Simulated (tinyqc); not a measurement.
# Rectangular fin or nanosheet with a gate all round, subbands and threshold shift from confinement: effects of single changes

Undoped body with a flat potential across it, hard walls, transport along x. One isotropic valley (g = 1, mx = my = mz = me). Non-parabolicity enters the subband edges through E (1 + al E) = gamma, so E = 2 gamma/(1 + sqrt(1 + 4 al gamma)); motion within a subband is taken as parabolic with the band-edge mass. Energies are counted from the bulk band edge.

Parameters, values chosen for the exercise; masses close to those of In0.53Ga0.47As:

| symbol | value | unit | meaning |
|---|---|---|---|
| T | 300 | K | temperature |
| me | 0.041 | m0 | mass at the band edge |
| al | 1.2 | 1/eV | non-parabolicity |
| t | 4.5 | nm | width (along y) |
| dl | 0 | nm | widening of the box by penetration into the insulator |
| Cg | 2.5 | uF/cm^2 | gate capacitance per area of interface |
| H | 18 | nm | height (along z) |

Constants: q = 1.602176634e-19 C, kB = 1.380649e-23 J/K, hbar = 1.054571817e-34 J s, m0 = 9.1093837015e-31 kg, Vt = kB T/q, hbar^2/(2 m0) = 0.0380998212 eV nm^2. Results are converted to the units shown.

Each table varies one quantity; the others keep the values above.

## Confinement against the height

gamma = C pi^2 [a^2/(my (t + dl)^2) + b^2/(mz (H + dl)^2)], C = hbar^2/(2 m0). Each subband has N_k = g sqrt(2 mx m0 kB T/(pi hbar^2)); without degeneracy n = exp(EF/Vt) sum N_k exp(-E_k/Vt). Classical value Nc times t H, Nc = sum over valleys of 2 g (m m0 kB T/(2 pi hbar^2))^1.5 with m = (mx my mz)^(1/3). Threshold shift dVT = Vt ln(classical value/sum N_k exp(-E_k/Vt)). With degeneracy n = sum N_k F((EF - E_k)/Vt), F(x) = (1/sqrt(pi)) int_0^infinity u^(-1/2) du/(1 + exp(u - x)); gate: Vg = EF + q n/(Cg P), P = 2 (t + H), summed over the 60 lowest subbands at most, with Vg counted from the value that would put EF at the bulk band edge of an empty body. The last two columns are for Vg = 0.7 V; sensitivity d(dVT)/dH by central differences between 0.99 and 1.01 times the value.

Confinement against the height:
```
H (nm)  E_1 (meV)  gap to the next edge (meV)  dVT (mV)  sensitivity (mV/nm)  n/P (cm^-2)  share of the lowest subband (%)
2.7         848.0                       388.1     754.6               -297.5      2.115e9                            100.0
3.9         609.7                       452.0     525.8               -118.9     7.388e11                            100.0
5.7         470.1                       334.7     395.9               -42.01     1.239e12                            99.97
8.2         398.6                       187.6     333.9               -13.88     1.499e12                            78.03
12          360.6                       96.45     305.1               -3.882     1.778e12                            53.15
17          343.3                       50.52     293.8               -1.307     1.989e12                            36.77
25          333.8                       24.06     287.5              -0.4743     2.155e12                            24.67
36          329.6                       11.76     284.1              -0.2006     2.268e12                            16.95
```

Read the table: what changes, and by how much?

As H grows from 2.7 to 36 nm, E_1 falls from 848 to 330 meV and dVT falls from 755 to 284 mV. E_1 goes as H^(-0.90) at the thin end; an error of 0.2 nm moves the threshold by 59 mV in the first row and 0.040 mV in the last. The charge per interface area rises from 2.11e9 to 2.27e12 cm^-2. For H = 12, 17, 25, 36 the charge in the last two columns would bend the potential across the body by some 30 mV or more, which is left out.

## Charge and subband filling against gate voltage

Same model as above.

Each subband has N_k = g sqrt(2 mx m0 kB T/(pi hbar^2)). Cq = q dn/dEF.

Result of one run:
```
Vg (V)  EF - E_1 (eV)  n (cm^-1)  n/P (cm^-2)  share of the lowest subband (%)  Cq/(Cg P)  total C/(Cg P)
1.06           0.4480    1.900e7     4.223e12                            23.23     0.7136          0.4164
```

What becomes of these results when the gate voltage Vg is changed from 1.06 to 0.81 V, all else the same?

Result of the changed run:
```
Vg (V)  EF - E_1 (eV)  n (cm^-1)  n/P (cm^-2)  share of the lowest subband (%)  Cq/(Cg P)  total C/(Cg P)
0.81           0.2974    1.202e7     2.671e12                            29.87     0.6331          0.3877
```

The whole series:
```
Vg (V)  EF - E_1 (eV)  n (cm^-1)  n/P (cm^-2)  share of the lowest subband (%)  Cq/(Cg P)  total C/(Cg P)
0.19          -0.1514       3183      7.073e8                            84.37   0.001750        0.001747
0.32         -0.02615    3.350e5     7.444e10                            81.85     0.1541          0.1335
0.44          0.06305    2.498e6     5.551e11                            61.88     0.4895          0.3286
0.56           0.1411    5.444e6     1.210e12                            44.82     0.5689          0.3626
0.69           0.2230    8.821e6     1.960e12                            35.14     0.6165          0.3814
0.81           0.2974    1.202e7     2.671e12                            29.87     0.6331          0.3877
0.94           0.3763    1.561e7     3.469e12                            25.90     0.6364          0.3889
1.06           0.4480    1.900e7     4.223e12                            23.23     0.7136          0.4164
1.19           0.5222    2.292e7     5.094e12                            20.80     0.8759          0.4669
```

EF passes E_1 = 0.341 eV at Vg = 0.352 V. The share of the lowest subband falls from 84.4 to 20.8 % and the total capacitance rises from 0.00175 to 0.467 of Cg P. Between the last two rows 57 % of the added gate voltage goes into raising EF. For Vg = 0.69, 0.81, 0.94, 1.06, 1.19 the charge would bend the potential across the body by some 30 mV or more, which is left out.

Range of the model: Non-parabolicity also makes carriers heavier within each subband, which is left out, so densities of states are understated at high energy.

Numbers from tinyqc (`OMP_NUM_THREADS=1 python tinyqc.py 2350119 2350120 out.jsonl`; about 0.08 s on one thread of a shared Intel Xeon 2.30GHz).
